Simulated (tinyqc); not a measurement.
Electromigration in a confined line: Blech product, Korhonen stress evolution and Black's law. Changing the time as a fraction of L^2/kappa, s. Computed by tinyqc, a small Python program. Command: `OMP_NUM_THREADS=1 python tinyqc.py 3030314 3030315 out.jsonl emigr sweep`. One thread of a shared host (Intel(R) Xeon(R) Processor @ 2.30GHz), about 0.01 s of CPU time with the checks.

The electron wind pushes atoms from the cathode (x = 0) to the anode (x = L); blocking ends build a back stress (tension positive). The input rho is taken not to change with temperature. d sigma/dt = d/dx [kappa (d sigma/dx + G)], with zero flux at both ends and sigma = 0 at t = 0.

Inputs (values chosen for the exercise, close to those used for ruthenium lines): resistivity rho = 13.5 micro-ohm cm; atomic volume Omega = 13.6 angstrom^3; effective charge number Z* = 2.1; prefactor D0 = 8.5e-07 m^2/s; activation energy E = 1.45 eV; effective modulus B = 59 GPa; critical stress sigma_c = 440 MPa; current density j = 2.1 MA/cm^2; line length L = 11 um; test temperature T = 200 C.

Start: stress-free.

Constants: e = 1.602176634e-19 C; k_B = 8.617333262e-05 eV/K; k_B = 1.380649e-23 J/K.

Method:
- G = Z* e rho j/Omega; D = D0 exp(-E/(k_B T)); kappa = D B Omega/(k_B T); drift velocity of an unconfined line v = D Z* e rho j/(k_B T). SI: 1 micro-ohm cm = 1e-8 ohm m, 1 MA/cm^2 = 1e10 A/m^2.
- Temperatures in kelvin are T(C) + 273.15.
- At steady state sigma(x) = G (L/2 - x). A void forms only if the cathode stress reaches sigma_c, that is if j L exceeds (j L)_c = 2 Omega (sigma_c)/(Z* e rho). Time scale tau = L^2/kappa.
- sigma(x, t) = G L [1/2 - x/L - 4 sum_(m odd) cos(m pi x/L) exp(-m^2 pi^2 s)/(m pi)^2], s = t/tau, summed to m = 399.
- The terms at x = 0 are 4 exp(-m^2 pi^2 s)/(m pi)^2; tau = L^2/kappa.

One run for each value:
```
time as a fraction of L^2/kappa, s  cathode stress at time s (MPa)  time t (h)
0.002                                                        38.93  1.7928e+03
0.0043                                                       57.09  3.8545e+03
0.0095                                                       84.85  8.5157e+03
0.021                                                       126.15  1.8824e+04
0.045                                                       184.57  4.0337e+04
0.097                                                       265.70  8.6949e+04
0.21                                                        346.40  1.8824e+05
0.46                                                        382.41  4.1234e+05
1                                                           385.73  8.9638e+05
```

Over the rows, cathode stress at time s (MPa) rises from 38.9 to 386 (exponent d ln y / d ln x 0.50 between the first rows and 0.011 between the last); time t (h) rises from 1790 to 896000 (exponent d ln y / d ln x about 1.0 throughout). At the low end the exponent of cathode stress at time s is 0.50, close to 0.50: the semi-infinite law. The part added by the current grows as 2 G L sqrt(s/pi) at first and levels off at G L/2 once s passes about 0.3.
